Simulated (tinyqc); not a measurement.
Pariser-Parr-Pople SCF with singles CI, for the molecule Nc1nc2nccnc2[nH]1 (SMILES; centres numbered as the heavy atoms are written), step by step. One step of it, computed by the program tinyqc.

Question. Singles CI, triplets. Over the 4 single excitations with the smallest orbital gaps: A = (e_a - e_i) delta - (ij|ab), with (pq|rs) = sum c_mp c_mq gamma_mn c_nr c_ns.

orbital energies (eV): [-16.037536, -14.241851, -12.859200, -11.543650, -10.624644, -9.179317, -0.914254, 0.852803, 1.577003, 3.780296]

coefficients, order 1N, 2C, 3N, 4C, 5N, 6C, 7C, 8N, 9C, 10N:
```
[[0.233125, -0.338546, 0.060018, 0.640098, -0.094350, 0.544046, -0.209110, -0.176380, -0.193663, -0.021960],
 [0.466344, -0.430200, 0.045684, 0.176477, 0.002873, -0.243247, 0.386136, 0.385070, 0.451399, 0.062469],
 [0.360704, -0.195369, 0.350658, -0.161012, 0.572619, -0.285257, -0.176552, -0.096105, -0.423674, -0.231663],
 [0.297110, 0.153854, 0.301088, -0.288359, 0.175091, 0.310218, -0.194783, -0.259670, 0.397350, 0.569299],
 [0.205938, 0.318735, 0.553154, -0.071388, -0.376393, 0.158340, 0.462614, -0.160355, -0.057402, -0.367638],
 [0.125370, 0.314487, 0.301038, 0.238988, -0.312484, -0.283217, -0.326533, 0.482343, -0.287822, 0.371030],
 [0.144370, 0.365332, -0.062522, 0.401121, 0.043379, -0.377814, -0.333388, -0.329750, 0.456601, -0.328467],
 [0.272959, 0.460650, -0.377640, 0.269303, 0.342562, 0.023629, 0.475829, -0.081184, -0.274396, 0.268244],
 [0.386125, 0.252675, -0.302698, -0.263696, 0.042722, 0.403582, -0.266343, 0.480593, 0.065189, -0.393752],
 [0.455220, -0.168730, -0.382029, -0.291351, -0.521696, -0.236167, -0.094482, -0.373206, -0.217219, 0.100694]]
```

repulsion gamma_rs (eV), order 1N, 2C, 3N, 4C, 5N, 6C, 7C, 8N, 9C, 10N:
```
[[16.800000, 8.281656, 5.364622, 3.822448, 2.842444, 2.357318, 2.357318, 2.842444, 3.822448, 5.458142],
 [8.281656, 11.130000, 7.728064, 5.518822, 3.742058, 2.993422, 2.993422, 3.742058, 5.518822, 8.280262],
 [5.364622, 7.728064, 12.300000, 7.727290, 5.118705, 3.621091, 3.304742, 3.813413, 5.586062, 5.823474],
 [3.822448, 5.518822, 7.727290, 11.130000, 7.730373, 5.239019, 4.668310, 5.297072, 7.553862, 5.784282],
 [2.842444, 3.742058, 5.118705, 7.730373, 12.300000, 7.727673, 5.296203, 4.744704, 5.297072, 3.866814],
 [2.357318, 2.993422, 3.621091, 5.239019, 7.727673, 11.130000, 7.553862, 5.296203, 4.668310, 3.344402],
 [2.357318, 2.993422, 3.304742, 4.668310, 5.296203, 7.553862, 11.130000, 7.727673, 5.239019, 3.673456],
 [2.842444, 3.742058, 3.813413, 5.297072, 4.744704, 5.296203, 7.727673, 12.300000, 7.730373, 5.250080],
 [3.822448, 5.518822, 5.586062, 7.553862, 5.297072, 4.668310, 5.239019, 7.730373, 11.130000, 8.279310],
 [5.458142, 8.280262, 5.823474, 5.784282, 3.866814, 3.344402, 3.673456, 5.250080, 8.279310, 16.800000]]
```

Give: triplet CI matrix; triplet excitation energies.

Answer.

triplet CI matrix (eV), order 6>7, 5>7, 6>8, 4>7:
```
[[2.7808, -0.1238, -0.3011, 0.6917],
 [-0.1238, 3.9382, 0.1647, -0.1545],
 [-0.3011, 0.1647, 4.2598, -0.7440],
 [0.6917, -0.1545, -0.7440, 5.2660]]
```

triplet excitation energies (eV): [2.5897, 3.8157, 3.9647, 5.8747]
